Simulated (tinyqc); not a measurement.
Two electrons on one impurity (helium-like model), step by step. Values are carried at full precision from step to step, so a last printed digit may differ when a step is redone from the rounded ones.

Units Ha* = 2 Ry m/eps^2 and a* = a0 eps/m. One electron is bound by Z^2/2. Two electrons in the singlet built from exp(-a r) and exp(-b r): S = 8 (ab)^(3/2)/(a + b)^3, h_aa = a^2/2 - Z a, h_bb alike, h_ab = S (ab/2 - Z (a + b)/2), J = ab (a^2 + 3ab + b^2)/(a + b)^3, K = 20 (ab)^3/(a + b)^5, E = (h_aa + h_bb + 2 S h_ab + J + K)/(1 + S^2). For a = b this is a^2 - 2 Z a + 5a/8. Real double donors are deeper, since the central cell is left out.

Constants: Ry = 13.60569312 eV; a0 (Bohr radius) = 0.5291772105 angstrom.

Parameters, chosen for this exercise (near those of impurities in cubic GaN; shifted at random, so the results belong to these values and not to a real crystal): m = 0.21 m0 (one mean mass); eps = 9.6 (dielectric constant); Z = 2 (effective charge (1: D- centre, 2: double donor; other values mimic a central cell)); ab = (2.02, 1.13) 1/a* (trial exponents a, b).

## Units and equal orbitals

Give Ha*, a*, the best common exponent Z - 5/16, E = -(Z - 5/16)^2, and the binding of the second electron -Z^2/2 - E.

Ha* = 62.005 meV
a* = 24.19 angstrom
exponent = 1.6875
E with equal orbitals = -2.84766 Ha*
binding of the second electron = 52.56 meV

The first electron is bound by 124.0 meV, 2.36 times as much as the second.

## Unequal orbitals

Evaluate the integrals and E.

S, h_aa, h_bb, h_ab, J, K: [0.88268, -1.99980, -1.62155, -1.77304, 0.89133, 0.76695]

E = -2.86271 Ha*

This lies 0.0151 Ha* below the best equal-orbital value -(Z - 5/16)^2.

## The minimum over a and b

Give a, b, E, both binding energies and U, their difference.

a, b (1/a*): [2.183, 1.189]

E = -2.87566 Ha*

binding of the first and second electron (meV): [124.01, 54.30]

U = 69.71 meV

Letting one electron stay close and the other roam (decay lengths 11 and 20 angstrom) gains 1.74 meV. The exact value for Z = 2 is -2.90372, 1.74 meV lower.

## Checks

- Minimum for Z = 1 against the known -0.51330: both -0.51330.
- Minimum for Z = 2 against the known -2.87566: both -2.87566.

(tinyqc, `OMP_NUM_THREADS=1 python tinyqc.py 1281742 1281743 out.jsonl`, Intel(R) Xeon(R) Processor @ 2.30GHz, 1 thread, shared host, about 0.06 s.)
